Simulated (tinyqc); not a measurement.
Carrier lifetime from Shockley-Read-Hall, radiative, Auger and surface recombination: one step, computed by the program tinyqc.

Energies are counted from the top of the valence band. Boltzmann statistics, full ionisation, and equal excess densities of electrons and holes.

Task: Lifetimes at the given injection. With n = n_0 + dn, p = p_0 + dn and U/dn = 1/tau: (n p - n_i^2)/dn = n_0 + p_0 + dn = s; 1/tau_SRH = s/[tau_p0 (n + n1) + tau_n0 (p + p1)]; 1/tau_rad = B s; 1/tau_Aug = (C_n n + C_p p) s; the rates add, with 1/tau_s. Radiative efficiency = tau_eff/tau_rad; effective diffusion length = sqrt(D tau_eff).

Inputs (values chosen for the exercise, for a model semiconductor):
```
quantity                   value    unit
temperature T                400       K
radiative coefficient B  2.2e-14  cm^3/s
Auger coefficient C_n    2.9e-30  cm^6/s
Auger coefficient C_p    7.1e-32  cm^6/s
excess density dn        6.8e+12   cm^-3
diffusion coefficient D       51  cm^2/s
```

Doping: n-type. Surface term: two equal surfaces.

n_0 = 4.60e+15 cm^-3

p_0 = 2.364215e-06 cm^-3

tau_p0 = 1.827834e-07 s

n1 = 97.82589 cm^-3

tau_n0 = 8.330814e-08 s

p1 = 1.111709e+08 cm^-3

tau_s = 4.617738e-04 s

Give: tau_SRH at dn; tau_rad at dn; tau_Aug at dn; effective lifetime at dn; radiative efficiency at dn; effective diffusion length at dn.

Result:

tau_SRH at dn = 1.829e-07 s

tau_rad at dn = 0.009867 s

tau_Aug at dn = 0.01625 s

effective lifetime at dn = 1.828e-07 s

radiative efficiency at dn = 1.853e-05

effective diffusion length at dn = 30.54 micrometre
